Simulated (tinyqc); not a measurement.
Changing the step factor eta: geometry relaxation of a small cluster. Computed by tinyqc, a small Python program. Command: `OMP_NUM_THREADS=1 python tinyqc.py 3015515 3015516 out.jsonl relax sweep`. One thread of a shared host (Intel(R) Xeon(R) Processor @ 2.30GHz), about 0.05 s of CPU time with the checks.

E = sum_(i<j) phi(r_ij), phi(r) = eps [exp(-2 alpha (r - r0)) - 2 exp(-alpha (r - r0))]; the force on i is -sum_j phi'(r_ij) (R_i - R_j)/r_ij.

Inputs (values chosen for the exercise, for model atoms):

| quantity | value | unit |
|---|---|---|
| length r0 | 2.48 | angstrom |
| well depth eps | 0.31 | eV |
| stiffness alpha | 1.56 | 1/angstrom |
| largest number of steps | 500 | - |

Potential: Morse. Method: FIRE.

starting positions (angstrom):
```
            x      y      z
atom 1  -0.12  -0.17  -0.06
atom 2   2.64  -0.18   0.01
atom 3    2.4   2.58   0.08
atom 4  -0.01   2.59   0.05
atom 5   1.35   1.16   1.76
atom 6    1.4   1.14  -1.83
```

Method:
- FIRE with unit mass: if F.v > 0, v = (1 - a) v + a |v| F/|F|, and after more than 5 such steps in a row dt = min(1.1 dt, 5 dt0), a = 0.99 a; else v = 0, a = 0.1, and dt = dt/2 (not at the first step). Then v = v + dt F, R(new) = R + dt v. dt0 = sqrt(eta), a = 0.1 at first.
- No atom moves more than 0.3 angstrom a step (the whole step is scaled). Stop when the largest force component is below 1e-5 eV/angstrom.
- Hessian at the final positions by central differences of the forces; six eigenvalues vanish (translations and rotations). Steepest descent is stable for eta below 2/lambda_max and contracts the softest mode by 1 - eta lambda_min a step.

One run for each value:

| step factor eta (angstrom^2/eV) | steps | final energy (eV) | largest stable eta (angstrom^2/eV) |
|---|---|---|---|
| 0.036 | 100 | -4.0689 | 0.29694 |
| 0.052 | 85 | -4.0689 | 0.29694 |
| 0.076 | 82 | -4.0689 | 0.29694 |
| 0.110 | 88 | -4.0689 | 0.29694 |
| 0.160 | 77 | -4.0689 | 0.29694 |
| 0.230 | 77 | -4.0689 | 0.29694 |
| 0.340 | 79 | -4.0689 | 0.29694 |
| 0.500 | 78 | -4.0689 | 0.29694 |
| 0.720 | 85 | -4.0689 | 0.29694 |

Describe and explain the trends.

Over the rows, steps lies between 77.0 and 100 without a single trend. The final energy is the same in every row; the largest stable eta for plain steepest descent is 0.297. The adaptive time step absorbs much of the change in eta.

Extremes, crossings and ranges named in words are read from the listed rows.
